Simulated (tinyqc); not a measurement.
Inside a calculation. Model: sub-threshold conduction and electro-thermal threshold of an amorphous chalcogenide.

Program tinyqc, `OMP_NUM_THREADS=1 python tinyqc.py 2490049 2490050 out.jsonl`; Intel Xeon 2.30GHz, shared host, one thread, about 0.01 s. Printed values are rounded.

Trap-limited conduction: I = I0 exp(-Ea/kB T) sinh(q V dz/(2 ua kB T)), I0 = 2 q A Nt dz/ta. One lumped temperature T = T0 + Rt I V. The threshold is the largest V for which a steady state exists on the low-current branch.

Values chosen for this exercise; values of the order of Ge-Sb-Te and related chalcogenides:

| symbol | value | unit | meaning |
|---|---|---|---|
| T0 | 300 | K | ambient temperature |
| A | 1100 | nm^2 | cross-section |
| ua | 31 | nm | amorphous thickness |
| dz | 7.5 | nm | distance between traps |
| Ea | 0.3 | eV | activation energy |
| Nt | 4e19 | cm^-3 | trap density |
| ta | 1e-15 | s | attempt time |
| Rt | 1.3 | K/uW | thermal resistance |
| V | 0.615 | V | voltage across the amorphous layer |

Constants: q = 1.602176634e-19 C, kB = 1.380649e-23 J/K. Results are converted to the units shown.

Range of the model: Purely electronic switching mechanisms, filaments and series resistance are left out.

## Isothermal quantities

I0, the low-field resistance 2 ua kB T0 exp(Ea/kB T0)/(q dz I0), the slope voltage V0 = 2 ua kB T0/(q dz), and I at V without heating.

I0 = 105.7437 mA
low-field resistance = 0.2214871 Mohm
V0 = 0.2137099 V
I without heating = 8.547772 uA

## Iteration 1: self-heating

T at the start = 300 K

I at the present T, then T(new) = T0 + Rt I V.

I = 8.547772 uA
T after iteration 1 = 306.8339 K

## Iteration 2: self-heating

As before.

I = 10.37712 uA
T after iteration 2 = 308.2965 K

## Course of the iteration

Stop when T changes by less than 1e-7 K; give up above 900 K or after 200 iterations.

Course of the iteration:
```
iteration  T(new) (K)    I (uA)  change (K)
1            306.8339  8.547772        6.83
2            308.2965  10.37712        1.46
3            308.6384  10.80472       0.342
4            308.7198  10.90658      0.0814
5            308.7393  10.93095      0.0195
6            308.7440  10.93679     4.67e-3
7            308.7451  10.93819     1.12e-3
8            308.7454  10.93853     2.68e-4
9            308.7454  10.93861     6.42e-5
10           308.7454  10.93863     1.54e-5
11           308.7454  10.93863     3.68e-6
12           308.7454  10.93863     8.83e-7
13           308.7454  10.93863     2.12e-7
14           308.7454  10.93863     5.07e-8
```

Converged in 14 iterations. The loop gain dT(new)/dT is 0.24; it reaches 1 at the threshold, 0.7505 V.
